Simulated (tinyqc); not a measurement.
Insulator thickness and V0 from two charges.

Question. In an undoped wire Vg - V0 = Q/Cox + Vt ln(Q/Q0) + Vt ln(1 + Q/Q0) at the source, with Q0 = 4 eps0 eps_r Vt/R and Cox = eps0 eox/(R ln(1 + tox/R)). Find Cox, tox and V0.

Inputs (values chosen for the exercise); material values those of a made-up semiconductor:
- T = 293 K (temperature)
- eps_r = 13.6 (relative permittivity of the semiconductor)
- eox = 8.71 (relative permittivity of the gate insulator)
- R = 10 nm (wire radius)

Constants: q = 1.602176634e-19 C, kB = 1.380649e-23 J/K, Vt = kB T/q, eps0 = 8.8541878128e-14 F/cm where lengths are in cm. Results are converted to the units shown.

Qs at Vg = 0.82 and 1.22 V (nC/cm^2): [380.50274, 952.23017]

Solution. The two equations are linear in 1/Cox and V0; tox follows by inverting the logarithm.

Cox = 1.599 uF/cm^2
tox = 6.200 nm
V0 = 0.5174 V

tinyqc, about 0.02 s, one thread, Intel Xeon 2.30GHz (shared host): `OMP_NUM_THREADS=1 python tinyqc.py 2460018 2460019 out.jsonl`
